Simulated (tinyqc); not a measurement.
Geometry optimisation on the UHF/sto-6g surface (energies and gradients from PySCF), for H4, spin multiplicity 3, step by step. The optimisation ends on separated fragments, where the gradient is small because the surface is flat. One step of it, computed by the program tinyqc.

Task: Step 1: move. Quasi-Newton step p = -H^(-1) g (first H = 0.15 times the unit matrix); steps longer than 0.5 bohr are cut back (factor 0.202 here).

positions at the start (bohr):
```
            x          y          z
1H   0.028346  -0.011338  -0.054802
2H  -0.026456  -0.071810   1.494773
3H  -0.035905   2.137280   0.030236
4H  -0.001890   2.193972   1.591149
```

gradient (hartree/bohr):
```
              x            y            z
1H  -0.00065507  -0.04393126   0.17152736
2H   0.00159488  -0.00742161  -0.18493531
3H  -0.00138649   0.02776574   0.19522956
4H   0.00044667   0.02358713  -0.18182161
```

Give: positions after step 1.

Result:

positions after step 1 (bohr):
```
         x       y       z
1H   0.029   0.048  -0.286
2H  -0.029  -0.062   1.744
3H  -0.034   2.100  -0.232
4H  -0.002   2.162   1.836
```
